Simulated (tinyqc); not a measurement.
Boltzmann transport in a parabolic band with a power-law relaxation time: sweeps and comparisons. A value that a table varies takes the place of the one given here.

F_j(eta) = (1/Gamma(j + 1)) integral_0^infinity x^j dx/(1 + exp(x - eta)), which tends to exp(eta) for eta << 0.

n = N F_1/2(eta) with N = 2 (m kB T/(4 pi c))^(3/2) with c = hbar^2/2m0, in 1/angstrom^3; times 1e24 for 1/cm^3, m = md.

tau = tau0 x^r with x = E/kT. With K_j = Gamma(j + 1) F_j(eta): <tau> = tau0 (r + 3/2) K_(r+1/2)/((3/2) K_(1/2)); mu = <tau>/(mc m0/e), m0/e = 5.685630e-12 kg/C; Hall factor rH = (3/2) K_(1/2) (2r + 3/2) K_(2r+1/2)/((r + 3/2) K_(r+1/2))^2; Seebeck S = -(kB/e) [(r + 5/2) K_(r+3/2)/((r + 3/2) K_(r+1/2)) - eta]; Lorenz number L = (kB/e)^2 [(r + 7/2) K_(r+5/2)/((r + 3/2) K_(r+1/2)) - ((r + 5/2) K_(r+3/2)/((r + 3/2) K_(r+1/2)))^2]; kB/e in V/K. Valley anisotropy is left out of rH.

Constants: hbar^2/2m0 = 3.80998211 eV angstrom^2; kB = 8.617333262e-05 eV/K.

Inputs chosen for the exercise (masses near those of Si; tau0 is set for a mobility of the usual size at this n, kL is a free input; freeze-out and phonon drag, which matter near 77 K, are left out; shifted at random, so the results belong to these values and not to a real crystal):

| symbol | value | unit | meaning |
|---|---|---|---|
| md | 1.064 | m0 | density-of-states mass |
| mc | 0.2595 | m0 | conductivity mass |
| tau0 | 640 | fs | tau at E = kT |
| r | -0.5 |  | exponent of tau |
| T | 77 | K |  |
| kL | 9 | W/(m K) | lattice thermal conductivity |
| ta | 310 | fs | acoustic tau at E = kT and 300 K |
| ti | 230 | fs | impurity tau at E = kT and 300 K |
| n | 1.4e+16 | 1/cm^3 | electron density |

## Doping: the thermoelectric optimum

tau0 is held fixed. sigma = e n mu with e = 1.602176634e-19 C; ZT = S^2 sigma T/(kL + L sigma T).

Results:

| n (1/cm^3) | eta | mu (cm^2/(V s)) | sigma (S/cm) | rH | S (microvolt/K) | L (1e-8) | S^2 sigma (mW/(m K^2)) | ZT |
|---|---|---|---|---|---|---|---|---|
| 4.0e+16 | -4.49 | 3.26e+03 | 20.9 | 1.177 | -560 | 1.487 | 0.654 | 0.0056 |
| 1.0e+17 | -3.57 | 3.25e+03 | 52.1 | 1.176 | -481 | 1.490 | 1.20 | 0.010 |
| 4.0e+17 | -2.15 | 3.21e+03 | 206 | 1.170 | -363 | 1.506 | 2.71 | 0.023 |
| 1.0e+18 | -1.18 | 3.14e+03 | 503 | 1.160 | -286 | 1.535 | 4.10 | 0.035 |
| 2.0e+18 | -0.39 | 3.03e+03 | 971 | 1.145 | -229 | 1.581 | 5.10 | 0.043 |
| 4.0e+18 | 0.50 | 2.84e+03 | 1.82e+03 | 1.121 | -176 | 1.664 | 5.63 | 0.047 |
| 9.0e+18 | 1.78 | 2.51e+03 | 3.63e+03 | 1.083 | -120 | 1.826 | 5.19 | 0.042 |
| 2.0e+19 | 3.56 | 2.10e+03 | 6.72e+03 | 1.045 | -75 | 2.050 | 3.80 | 0.029 |
| 4.0e+19 | 5.90 | 1.72e+03 | 1.10e+04 | 1.021 | -48 | 2.236 | 2.52 | 0.018 |
| 9.0e+19 | 10.29 | 1.34e+03 | 1.93e+04 | 1.008 | -28 | 2.368 | 1.46 | 0.0090 |

|S| falls by 197 microvolt/K from the first to the third row (198 a decade in the non-degenerate range; holes, which count near the intrinsic density, and non-parabolicity are left out). The power factor peaks at 4e+18 1/cm^3 of those listed (eta = 0.50, S = -176); ZT is largest at 4e+18 1/cm^3 (eta = 0.50). mu changes by a factor 0.41 over the table and rH goes from 1.177 to 1.008. A real tau0 would fall with doping.

## The scattering mechanism

eta = -5.54304

Same eta for each exponent.

Results:

| r | mechanism | <tau>/tau0 | rH | S (microvolt/K) | L (1e-8 W ohm/K^2) |
|---|---|---|---|---|---|
| -0.5 | acoustic phonons | 0.752 | 1.178 | -650.2 | 1.486 |
| 0.0 | a constant relaxation time | 1.000 | 1.000 | -693.2 | 1.857 |
| 0.5 | polar optical or piezoelectric scattering | 1.505 | 1.104 | -736.3 | 2.228 |
| 1.5 | ionised impurities | 4.518 | 1.932 | -822.4 | 2.970 |

From r = -1/2 to 3/2 |S| grows by 172.3 microvolt/K, against 2 kB/e = 172.3 in the non-degenerate limit: scattering that favours fast electrons raises the mean energy carried. rH is 1 only for constant tau and reaches 1.932 for r = 3/2; L spans 1.486 to 2.970 against the metallic 2.443.

## Mobility against temperature (two scattering mechanisms together, and the Matthiessen rule)

Non-degenerate electrons. 1/tau(x) = x^(1/2)/tA + 1/(tI x^(3/2)), x = E/kT, with tA = ta (T/300)^(-3/2) and tI = ti (T/300)^(3/2) (the screening logarithm is held fixed). <tau> = integral x^(3/2) tau exp(-x) dx/Gamma(5/2); mu = <tau>/(mc m0/e), m0/e = 5.685630e-12 kg/C. Matthiessen: 1/mu = 1/muA + 1/muI with <tau>A = tA Gamma(2)/Gamma(5/2), <tau>I = tI Gamma(4)/Gamma(5/2).

rH = <tau^2>/<tau>^2. ta and ti are inputs of their own, not tied to tau0.

Mobilities (cm^2/(V s)):

| T (K) | acoustic | impurity | Matthiessen | exact | rH | Matthiessen/exact |
|---|---|---|---|---|---|---|
| 40 | 3.25e+04 | 343 | 339 | 331 | 1.842 | 1.023 |
| 60 | 1.77e+04 | 629 | 608 | 568 | 1.702 | 1.070 |
| 80 | 1.15e+04 | 969 | 893 | 785 | 1.550 | 1.138 |
| 120 | 6.25e+03 | 1.78e+03 | 1.39e+03 | 1.07e+03 | 1.317 | 1.292 |
| 160 | 4.06e+03 | 2.74e+03 | 1.64e+03 | 1.17e+03 | 1.182 | 1.395 |
| 220 | 2.52e+03 | 4.42e+03 | 1.60e+03 | 1.13e+03 | 1.084 | 1.418 |
| 300 | 1.58e+03 | 7.04e+03 | 1.29e+03 | 963 | 1.038 | 1.340 |
| 400 | 1.03e+03 | 1.08e+04 | 938 | 757 | 1.030 | 1.238 |
| 550 | 637 | 1.75e+04 | 614 | 538 | 1.044 | 1.143 |

The exact mobility peaks at 160 K of those listed. The two mechanisms are equal between 160 and 220 K. The rule overestimates everywhere, most at 220 K (by 42 %), since impurities stop the slow electrons and phonons the fast ones. rH runs between 1.030 and 1.842; the pure limits are 1.178 and 1.933, and the mixture dips below both, since the opposite energy slopes of the two rates leave tau nearly constant. Optical and intervalley phonons, left out, lower real mobilities above about 150 K.

## What moves the coefficients

sigma = e n mu with e = 1.602176634e-19 C; ZT = S^2 sigma T/(kL + L sigma T). Each row changes one parameter from the base and keeps the others.

Results:

| case | mu (cm^2/(V s)) | sigma (S/cm) | S (microvolt/K) | ZT |
|---|---|---|---|---|
| base | 3261 | 7.315 | -650.2 | 0.00265 |
| md = 1.383 m0 | 3262 | 7.316 | -684.1 | 0.00293 |
| mc = 0.3374 m0 | 2508 | 5.626 | -650.2 | 0.00203 |
| n = 2.8e+16 1/cm^3 | 3259 | 14.62 | -590.5 | 0.00436 |
| tau0 = 960 fs | 4892 | 10.97 | -650.2 | 0.00397 |
| kL = 4.5 W/(m K) | 3261 | 7.315 | -650.2 | 0.00529 |
| T = 127 K | 3262 | 7.317 | -714.8 | 0.00528 |

The largest shifts from the base row, up to three for each result and ties (the steps differ in size, so this ranks the rows, not the parameters). mu (cm^2/(V s)): tau0 +1.63e+03, mc -753, n -1.86; unchanged at the printed digits by kL. sigma (S/cm): n +7.31, tau0 +3.66, mc -1.69; unchanged at the printed digits by kL. S (microvolt/K): T -64.7, n +59.7, md -33.9; unchanged at the printed digits by mc, tau0 and kL. ZT: kL +0.00264, T +0.00263, n +0.00172. The row for T keeps tau0 fixed; for phonon scattering tau0 itself falls as T rises.

(tinyqc, `OMP_NUM_THREADS=1 python tinyqc.py 1680701 1680702 out.jsonl`, Intel(R) Xeon(R) Processor @ 2.30GHz, 1 thread, shared host, about 0.01 s.)
